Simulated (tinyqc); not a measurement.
# MOSFET in saturation, small-signal circuit and noise: what changes with what

Bias by the inversion coefficient IC = I/Ispec (charge-based model with velocity saturation; weak inversion below 0.1, strong above 10). Common-source circuit: gm, gds, Cgs, Cgd and Cj at the inner nodes, Rg in series with the gate; quasi-static, no source or drain resistance, no gate-body capacitance, no substrate network, no induced gate noise, so fmax is an upper estimate.

Values chosen for this exercise:
```
symbol,value,unit,meaning
T,300,K,temperature
L,130,nm,gate length
W,40,um,total gate width
Cox,1.82,uF/cm^2,gate capacitance
mu,450,cm^2/(V s),mobility
n,1.31,,slope factor
Ls,10,nm,velocity-saturation length
sg,0.018,,ratio gds/gm
Cov,0.23,fF/um,overlap and fringe capacitance per side
Cj,0.6,fF/um,drain junction capacitance
Rsh,15,ohm,sheet resistance of the gate
Wf,4,um,finger width
Rc,300,ohm um,gate contact and vertical resistance
IC,2.7,,inversion coefficient
gw,0.12,,short-channel excess of the noise factor
Nt,6.5e16,cm^-3 eV^-1,oxide trap density
lt,0.1,nm,tunnelling length into the oxide
ac,1000,V s/C,Coulomb scattering coefficient
```

Constants: q = 1.602176634e-19 C, kB = 1.380649e-23 J/K, Vt = kB T/q. Results are converted to the units shown.

Each table varies one quantity; the others keep the values above.

## Effect of the total gate width on speed and noise

Ispec = 2 n mu Cox (W/L) Vt^2, lc = Ls/L, gms = [sqrt((lc IC + 1)^2 + 4 IC) - 1]/[2 + lc (lc IC + 1)], gm = gms Ispec/(n Vt), gds = sg gm. qs = [sqrt(1 + 4 IC) - 1]/2, Cgs = Cox W L qs (2 qs + 3)/(3 (qs + 1)^2) + Cov W, Cgd = Cov W, Cd = Cj W, Rg = Rsh (Wf/L)/(12 Nf) + Rc/W with Nf = W/Wf fingers (not rounded) contacted at both ends. fT = gm/(2 pi (Cgs + Cgd)), fmax = fT/(2 sqrt(Rg (gds + 2 pi fT Cgd))). Channel noise Sid = 4 kB T gam n gm with gam = (1/2 + (2/3) qs)/(1 + qs) + gw lc IC, qs = [sqrt(1 + 4 IC) - 1]/2, lc = Ls/L (the last term an empirical rise with velocity saturation); at the gate, white noise Sw = Sid/gm^2 + 4 kB T Rg. Number fluctuation with correlated mobility: S(f) = K/f, K = q^2 Vt lt Nt/(W L Cox^2) (1 + ac mu Cox I/gm)^2, Vt in eV with Nt per eV. Corner fc = K/Sw. IC is held fixed.

The same in every row: fT (GHz) = 40.73; fmax (GHz) = 117.8; fc (MHz) = 2.701.

Result of one run:
```
W (um)  I (uA)  Rg (ohm)  sqrt(Sw) (nV/Hz^0.5)
9.3      277.0     48.80                 2.122
```

What becomes of these results when the total gate width W is changed from 9.3 to 4.3 um, all else the same?

Result of the changed run:
```
W (um)  I (uA)  Rg (ohm)  sqrt(Sw) (nV/Hz^0.5)
4.3      128.1     105.5                 3.121
```

The whole series:
```
W (um)  I (uA)  Rg (ohm)  sqrt(Sw) (nV/Hz^0.5)
2        59.57     226.9                 4.576
4.3      128.1     105.5                 3.121
9.3      277.0     48.80                 2.122
20       595.7     22.69                 1.447
43        1281     10.55                0.9870
93        2770     4.880                0.6711
200       5957     2.269                0.4576
```

As W goes from 2 to 200 um, fT stays at 40.7 GHz, fmax stays at 118 GHz, the white noise falls from 4.58 to 0.458 nV/Hz^0.5 and the corner stays at 2.70 MHz. Current, gm and capacitances scale with W and Rg with 1/W, so the frequencies stay while both noise powers fall as 1/W.

## Gains against frequency

Inner admittances at w = 2 pi f: y11 = i w (Cgs + Cgd), y12 = -i w Cgd, y21 = gm - i w Cgd, y22 = gds + i w (Cgd + Cd). Invert to Z, add Rg to Z11 and invert back to Y. |h21| = |Y21/Y11|; U = |Y21 - Y12|^2/(4 [Re Y11 Re Y22 - Re Y12 Re Y21]). MSG = |Y21/Y12|; stability factor k = [2 Re Y11 Re Y22 - Re(Y12 Y21)]/|Y12 Y21|.

The same in every row: f sqrt(U) (GHz) = 117.78.

Results:
```
f (GHz)  |h21| (dB)  U (dB)  MSG (dB)          k
0.41         39.942  49.166    28.176  0.0055028
0.76         34.581  43.805    25.495   0.010200
1.4          29.275  38.499    22.842   0.018790
2.7          23.571  32.794    19.990   0.036236
5            18.220  27.442    17.315   0.067096
9.3          12.833  22.052    14.621    0.12475
33           1.8918  11.051    9.1508    0.43963
```

Estimate the missing row, f = 17 GHz.

Computed row:
```
f (GHz)  |h21| (dB)  U (dB)  MSG (dB)        k
17           7.6057  16.812    12.008  0.22771
```

With this row back in the table: Over the table |h21| falls by 20.0 dB a decade, U by 20.0 and MSG by 9.98. The product f sqrt(U) stays at 118 GHz, against fmax = 118 GHz from the formula. k stays below one in all rows, so the device is only conditionally stable.

## Integrated noise against bandwidth

Same model as above.

Corner fc = K/Sw. Mean square from f1 = 1 Hz to B: Sw (B - f1) + K ln(B/f1).

Integrated noise against bandwidth:
```
B (Hz)  spot noise at B (nV/Hz^0.5)  white part (uV rms)  1/f part (uV rms)  total (uV rms)
1000                          53.19              0.03234              4.420           4.420
10000                         16.85               0.1023              5.104           5.105
1e5                           5.415               0.3236              5.706           5.715
1e6                           1.969                1.023              6.251           6.334
1e7                           1.153                3.236              6.751           7.487
1e8                           1.037                10.23              7.218           12.52
1e9                           1.025                32.36              7.655           33.25
```

The 1/f part adds the same power, K ln 10, in each decade and grows only from 4.42 to 7.66 uV; the white part grows as sqrt(B). It overtakes the 1/f part by B = 1e8 Hz among the rows, above the corner fc = 2.70e6 Hz of the spot noise.

Computed by the program tinyqc: `OMP_NUM_THREADS=1 python tinyqc.py 2150147 2150148 out.jsonl`, one thread of a shared Intel Xeon 2.30GHz, about 0.01 s for the whole run.
